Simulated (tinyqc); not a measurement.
Deal-Grove kinetics of thermal oxidation of silicon: one step, computed by the program tinyqc. Command: `OMP_NUM_THREADS=1 python tinyqc.py 3008004 3008005 out.jsonl oxide walk`. One thread of a shared host (Intel(R) Xeon(R) Processor @ 2.30GHz), about 0.02 s of CPU time with the checks.

Oxidant diffuses through the oxide and reacts at the interface, so that dx/dt = B/(A + 2x) for the oxide thickness x.

Problem. Rate constants. B = B0 p exp(-E_B/(k_B T)), B/A = (B/A)0 p^m exp(-E_A/(k_B T)), p in atm; A = B/(B/A). Temperatures in kelvin are T(C) + 273.15.

Inputs (values chosen for the exercise, close to those used for silicon): prefactor B0 = 356 um^2/h; activation energy E_B = 0.78 eV; prefactor (B/A)0 = 1e+08 um/h; activation energy E_A = 2.05 eV; temperature T = 1000 C; oxidant pressure p = 10 atm; pressure exponent m of B/A = 1.

Ambient: steam. Surface: (100).

Constants: k_B = 8.617333262e-05 eV/K.

Give: parabolic constant B; linear constant B/A; length A.

Solution.

parabolic constant B = 2.909 um^2/h

linear constant B/A = 7.675 um/h

length A = 0.3791 um

Reaction at the interface limits growth while x is well below A/2 = 0.190 um, diffusion once x is well above it.
